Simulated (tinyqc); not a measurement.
Thermal stress and diffusional relaxation in a metal film: Coble and Nabarro-Herring creep, cooling and holds: one step, computed by the program tinyqc. Command: `OMP_NUM_THREADS=1 python tinyqc.py 3012759 3012760 out.jsonl creep walk`. One thread of a shared host (Intel(R) Xeon(R) Processor @ 2.30GHz), about 0.04 s of CPU time with the checks.

A thin film on a rigid substrate is stress-free at T0. Tension is positive and the film creeps linearly: d sigma/dt = -M (mismatch) dT/dt - sigma/tau.

Task: Creep at the hold temperature. Creep rate per stress: Nabarro-Herring 14 D Omega/(k_B T d^2), Coble (14 pi) delta D_b Omega/(k_B T d^3), with D = D0 exp(-E/(k_B T)), delta D_b = (delta D_b)0 exp(-E_b/(k_B T)); 1/tau = M x (sum of both)/2 (biaxial strain rate is half the uniaxial one). Temperatures in kelvin are T(C) + 273.15. sigma(t) = sigma_0 exp(-t/tau), relaxed part sigma_0 - sigma(t); the grain size where both mechanisms are equal is pi delta D_b/D.

Inputs (values chosen for the exercise, modelled on silver films on silicon):
```
quantity                           value        unit
biaxial modulus M                    122         GPa
atomic volume Omega                   17  angstrom^3
lattice prefactor D0             3.2e-05       m^2/s
lattice energy E                    1.89          eV
boundary prefactor (delta D_b)0  6.2e-15       m^3/s
boundary energy E_b                 0.93          eV
grain size d                         1.1          um
stress-free temperature T0           400           C
hold temperature T                   150           C
hold time t                         0.27           h
yield stress                         490         MPa
```

stress after a quench sigma_0 = 503.25 MPa

Constants: k_B = 1.380649e-23 J/K; k_B = 8.617333262e-05 eV/K.

Give: Nabarro-Herring rate; Coble rate; relaxation time tau; stress after the hold; stress relaxed during the hold; crossover grain size.

Result:

Nabarro-Herring rate = 3.328e-23 1/(Pa s)

Coble rate = 5.000e-15 1/(Pa s)

relaxation time tau = 0.9108 h

stress after the hold = 374.1 MPa

stress relaxed during the hold = 129.1 MPa

crossover grain size = 1.652e+08 um

Coble creep is 1.5e8 times as fast as Nabarro-Herring creep at this grain size. The crossover size is formal, far above any film grain. Caution: the elastic stress exceeds the yield stress, so dislocation glide would cap it first. Caution: bulk creep laws overstate relaxation in a bonded film, where the substrate constrains boundary diffusion, and dislocation glide is left out.
